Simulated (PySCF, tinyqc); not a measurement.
G0W0 on RHF in the sto-6g basis, for B+, spin multiplicity 1, step by step. The lowest restricted solution is unstable here: a spin-polarised one lies 0.0000 hartree lower (PySCF). Computed by tinyqc, a small Python program that keeps every step (integrals from PySCF). Settings: charge = 1, multiplicity = 1, basis = sto-6g, method = RHF, energy threshold = 1e-10, iteration cap = 78, orthogonalisation = symmetric, start = core, DIIS depth = 6. Command: `OMP_NUM_THREADS=1 python tinyqc.py 25848 25849 out.jsonl` (the two numbers bound the seeds that draw the settings). One thread of a shared host (Intel(R) Xeon(R) Processor @ 2.60GHz), about 0.05 s of CPU time with the checks. The early iterations of the SCF are left out here.

## One-electron integrals

Geometry (angstrom):

| atom | x | y | z |
|---|---|---|---|
| B | 0.00000 | 0.00000 | 0.00000 |

Basis sto-6g: exponents (1/bohr^2) and contraction coefficients of normalised primitives:

| element | l (shell) | exponent | coefficient |
|---|---|---|---|
| B | s (1) | 506.01115 | 0.00916 |
| B | s (1) | 92.77681 | 0.04936 |
| B | s (1) | 25.95566 | 0.16854 |
| B | s (1) | 8.91645 | 0.37056 |
| B | s (1) | 3.46251 | 0.41649 |
| B | s (1) | 1.42605 | 0.13033 |
| B | s (2) | 23.19458 | -0.01325 |
| B | s (2) | 4.59081 | -0.04699 |
| B | s (2) | 1.42682 | -0.03379 |
| B | s (2) | 0.54895 | 0.25024 |
| B | s (2) | 0.23841 | 0.59512 |
| B | s (2) | 0.10928 | 0.24071 |
| B | p (3) | 23.19458 | 0.00376 |
| B | p (3) | 4.59081 | 0.03768 |
| B | p (3) | 1.42682 | 0.17390 |
| B | p (3) | 0.54895 | 0.41804 |
| B | p (3) | 0.23841 | 0.42586 |
| B | p (3) | 0.10928 | 0.10171 |

Overlap, kinetic and nuclear-attraction integrals over the contracted functions; the nuclear repulsion is the sum of Za Zb / Rab.

nuclear repulsion = 0 hartree

overlap S:
```
          1B 1s    1B 2s   1B 2px   1B 2py   1B 2pz
1B 1s   1.00000  0.26489  0.00000  0.00000  0.00000
1B 2s   0.26489  1.00000  0.00000  0.00000  0.00000
1B 2px  0.00000  0.00000  1.00000  0.00000  0.00000
1B 2py  0.00000  0.00000  0.00000  1.00000  0.00000
1B 2pz  0.00000  0.00000  0.00000  0.00000  1.00000
```

kinetic energy T (hartree):
```
           1B 1s     1B 2s   1B 2px   1B 2py   1B 2pz
1B 1s   10.94724  -0.33388  0.00000  0.00000  0.00000
1B 2s   -0.33388   0.37450  0.00000  0.00000  0.00000
1B 2px   0.00000   0.00000  1.12503  0.00000  0.00000
1B 2py   0.00000   0.00000  0.00000  1.12503  0.00000
1B 2pz   0.00000   0.00000  0.00000  0.00000  1.12503
```

nuclear attraction V (hartree):
```
            1B 1s     1B 2s    1B 2px    1B 2py    1B 2pz
1B 1s   -23.39172  -2.74419   0.00000   0.00000   0.00000
1B 2s    -2.74419  -3.75015   0.00000   0.00000   0.00000
1B 2px    0.00000   0.00000  -3.74998   0.00000   0.00000
1B 2py    0.00000   0.00000   0.00000  -3.74998   0.00000
1B 2pz    0.00000   0.00000   0.00000   0.00000  -3.74998
```

core Hamiltonian H = T + V (hartree):
```
            1B 1s     1B 2s    1B 2px    1B 2py    1B 2pz
1B 1s   -12.44448  -3.07807   0.00000   0.00000   0.00000
1B 2s    -3.07807  -3.37565   0.00000   0.00000   0.00000
1B 2px    0.00000   0.00000  -2.62495   0.00000   0.00000
1B 2py    0.00000   0.00000   0.00000  -2.62495   0.00000
1B 2pz    0.00000   0.00000   0.00000   0.00000  -2.62495
```

## Two-electron integrals

Functions are numbered as in S; the eight-fold symmetry (ij|kl) = (ji|kl) = (kl|ij) leaves the list below.

Two-electron integrals (ij|kl) in chemists' order, unique and non-zero (hartree):
```
(11|11) 2.92499   (21|11) 0.48076   (21|21) 0.09948   (22|11) 0.74345
(22|21) 0.18897   (22|22) 0.54492   (31|31) 0.02110   (32|31) 0.03085
(32|32) 0.12044   (33|11) 0.74345   (33|21) 0.18897   (33|22) 0.54492
(33|33) 0.58711   (41|41) 0.02110   (42|41) 0.03085   (42|42) 0.12044
(43|43) 0.03164   (44|11) 0.74345   (44|21) 0.18897   (44|22) 0.54492
(44|33) 0.52383   (44|44) 0.58711   (51|51) 0.02110   (52|51) 0.03085
(52|52) 0.12044   (53|53) 0.03164   (54|54) 0.03164   (55|11) 0.74345
(55|21) 0.18897   (55|22) 0.54492   (55|33) 0.52383   (55|44) 0.52383
(55|55) 0.58711
```

## Orthogonalisation

S = U s U^T; symmetric (Loewdin) form X = U s^(-1/2) U^T, so that X^T S X = 1.

eigenvalues of S: 0.73511  1.00000  1.00000  1.00000  1.26489

X:
```
           1B 1s     1B 2s   1B 2px   1B 2py   1B 2pz
1B 1s    1.02774  -0.13860  0.00000  0.00000  0.00000
1B 2s   -0.13860   1.02774  0.00000  0.00000  0.00000
1B 2px   0.00000   0.00000  1.00000  0.00000  0.00000
1B 2py   0.00000   0.00000  0.00000  1.00000  0.00000
1B 2pz   0.00000   0.00000  0.00000  0.00000  1.00000
```

## Iteration 2 (converged): orbitals

converged F (hartree):
```
           1B 1s     1B 2s    1B 2px    1B 2py    1B 2pz
1B 1s   -8.08056  -2.23104   0.00000   0.00000   0.00000
1B 2s   -2.23104  -1.40516   0.00000   0.00000   0.00000
1B 2px   0.00000   0.00000  -0.20373   0.00000   0.00000
1B 2py   0.00000   0.00000   0.00000  -0.20373   0.00000
1B 2pz   0.00000   0.00000   0.00000   0.00000  -0.20373
```

Diagonalise F' = X^T F X, C = X C', fill 2 alpha and 2 beta electrons from the bottom; D = 2 C_occ C_occ^T. Each column has its largest component positive (the first on a tie).

F' = X^T F X (hartree):
```
          1         2         3         4         5
1  -7.92653  -1.04825   0.00000   0.00000   0.00000
2  -1.04825  -1.00384   0.00000   0.00000   0.00000
3   0.00000   0.00000  -0.20373   0.00000   0.00000
4   0.00000   0.00000   0.00000  -0.20373   0.00000
5   0.00000   0.00000   0.00000   0.00000  -0.20373
```

orbital energies (hartree): MO1 -8.08178, MO2 -0.84860, MO3 -0.20373, MO4 -0.20373, MO5 -0.20373

coefficients C:
```
            MO1       MO2      MO3      MO4      MO5
1B 1s   0.99635  -0.28767  0.00000  0.00000  0.00000
1B 2s   0.01347   1.03696  0.00000  0.00000  0.00000
1B 2px  0.00000   0.00000  1.00000  0.00000  0.00000
1B 2py  0.00000   0.00000  0.00000  1.00000  0.00000
1B 2pz  0.00000   0.00000  0.00000  0.00000  1.00000
```

D after iteration 2:
```
           1B 1s     1B 2s   1B 2px   1B 2py   1B 2pz
1B 1s    2.15092  -0.56976  0.00000  0.00000  0.00000
1B 2s   -0.56976   2.15092  0.00000  0.00000  0.00000
1B 2px   0.00000   0.00000  0.00000  0.00000  0.00000
1B 2py   0.00000   0.00000  0.00000  0.00000  0.00000
1B 2pz   0.00000   0.00000  0.00000  0.00000  0.00000
```

Within a degenerate level the vectors are fixed only up to a rotation; this is one choice.

## Convergence

Stop when the energy changes by less than 1e-10 hartree and every element of the error matrix X^T (F D S - S D F) X is below 3e-06.

Course of the cycle:

| iteration | E (hartree) | change | largest element of the error matrix |
|---|---|---|---|
| 1 | -24.1905624 | - | 3.64e-15 |
| 2 | -24.1905624 | 7.11e-15 | 2.83e-15 |

PySCF RHF in the same basis = -24.1905624 hartree

Converged in 2 iterations.

## Integrals over molecular orbitals

(pq|rs) = sum C_ip C_jq C_kr C_ls (ij|kl), one index at a time.

one-electron integrals over orbitals h = C^T H C (hartree):
```
           1         2         3         4         5
1  -12.43697   0.35141   0.00000   0.00000   0.00000
2    0.35141  -2.82321   0.00000   0.00000   0.00000
3    0.00000   0.00000  -2.62495   0.00000   0.00000
4    0.00000   0.00000   0.00000  -2.62495   0.00000
5    0.00000   0.00000   0.00000   0.00000  -2.62495
```

Two-electron integrals over orbitals (pq|rs), unique and non-zero (hartree):
```
(11|11) 2.90846    (21|11) -0.33158   (21|21) 0.06161    (22|11) 0.75417
(22|21) -0.01982   (22|22) 0.52788    (31|31) 0.02179    (32|31) 0.02739
(32|32) 0.11285    (33|11) 0.74320    (33|21) -0.01097   (33|22) 0.53473
(33|33) 0.58711    (41|41) 0.02179    (42|41) 0.02739    (42|42) 0.11285
(43|43) 0.03164    (44|11) 0.74320    (44|21) -0.01097   (44|22) 0.53473
(44|33) 0.52383    (44|44) 0.58711    (51|51) 0.02179    (52|51) 0.02739
(52|52) 0.11285    (53|53) 0.03164    (54|54) 0.03164    (55|11) 0.74320
(55|21) -0.01097   (55|22) 0.53473    (55|33) 0.52383    (55|44) 0.52383
(55|55) 0.58711
```

## Screening: direct RPA

With D = e_a - e_i and K = (ia|jb): diagonalise D^(1/2) (D + 4K) D^(1/2) = Z w^2 Z^T; X + Y = D^(1/2) Z w^(-1/2), each column of Z with its largest component positive (the first on a tie); E_c = (sum w - tr (D + 2K)) / 2.

D^(1/2) (D + 4K) D^(1/2) (hartree^2):
```
          1>3       1>4       1>5      2>3      2>4      2>5
1>3  62.75036   0.00000   0.00000  0.24698  0.00000  0.00000
1>4   0.00000  62.75036   0.00000  0.00000  0.24698  0.00000
1>5   0.00000   0.00000  62.75036  0.00000  0.00000  0.24698
2>3   0.24698   0.00000   0.00000  0.70694  0.00000  0.00000
2>4   0.00000   0.24698   0.00000  0.00000  0.70694  0.00000
2>5   0.00000   0.00000   0.24698  0.00000  0.00000  0.70694
```

excitation energies w (hartree): 0.84021  0.84021  0.84021  7.92157  7.92157  7.92157

X + Y:
```
            1         2         3        4        5         6
1>3   0.00004  -0.01219   0.00000  0.99724  0.00000   0.00000
1>4  -0.01219  -0.00004   0.00002  0.00000  0.94557  -0.31683
1>5  -0.00002   0.00000  -0.01219  0.00000  0.31683   0.94557
2>3  -0.00254   0.87606   0.00000  0.00114  0.00000   0.00000
2>4   0.87606   0.00254  -0.00131  0.00000  0.00108  -0.00036
2>5   0.00131   0.00000   0.87606  0.00000  0.00036   0.00108
```

RPA correlation energy = -0.0456119 hartree

Within a degenerate level the vectors are fixed only up to a rotation; this is one choice.

## G0W0 on Hartree-Fock: HOMO

W(p,q,m) = sqrt2 sum_ia (pq|ia) (X+Y)_ia,m; Sigma_c(x) = sum_(i,m) W^2/(x - e_i + w_m) + sum_(a,m) W^2/(x - e_a - w_m); solve x = e_p + Sigma_c(x) by Newton steps; Z = 1/(1 - dSigma/dx); 1 hartree = 27.211386 eV.

The 12 largest terms at x = e_p (hartree; W for the signs of X + Y given):

| q | m | W | term |
|---|---|---|---|
| 5 | 3 | 0.13934 | -0.01307 |
| 3 | 2 | 0.13934 | -0.01307 |
| 4 | 1 | 0.13934 | -0.01307 |
| 3 | 4 | 0.03881 | -0.00018 |
| 4 | 5 | 0.03680 | -0.00016 |
| 5 | 6 | 0.03680 | -0.00016 |
| 5 | 5 | 0.01233 | -1.78e-05 |
| 4 | 6 | -0.01233 | -1.78e-05 |
| 4 | 2 | 0.00040 | -1.10e-07 |
| 3 | 1 | -0.00040 | -1.10e-07 |
| 5 | 1 | 0.00021 | -2.90e-08 |
| 4 | 3 | -0.00021 | -2.90e-08 |

Newton steps (hartree):

| step | x | Sigma_c(x) | Z |
|---|---|---|---|
| 0 | -0.84860 | -0.03975 | 0.97421 |
| 1 | -0.88732 | -0.03875 | 0.97547 |
| 2 | -0.88735 | -0.03875 | 0.97547 |

quasiparticle energy of the HOMO = -24.14590 eV

Hartree-Fock value = -23.09147 eV

## G0W0 on Hartree-Fock: LUMO

As before.

The 12 largest terms at x = e_p (hartree; W for the signs of X + Y given):

| q | m | W | term |
|---|---|---|---|
| 2 | 2 | 0.13934 | 0.01307 |
| 2 | 4 | 0.03881 | 0.00018 |
| 1 | 2 | 0.03356 | 0.00013 |
| 1 | 4 | 0.03078 | 0.00006 |
| 2 | 1 | -0.00040 | 1.10e-07 |
| 1 | 1 | -0.00010 | 1.09e-09 |

Newton steps (hartree):

| step | x | Sigma_c(x) | Z |
|---|---|---|---|
| 0 | -0.20373 | 0.01344 | 0.99123 |
| 1 | -0.19041 | 0.01332 | 0.99139 |
| 2 | -0.19041 | 0.01332 | 0.99139 |

quasiparticle energy of the LUMO = -5.18132 eV

Hartree-Fock value = -5.54383 eV
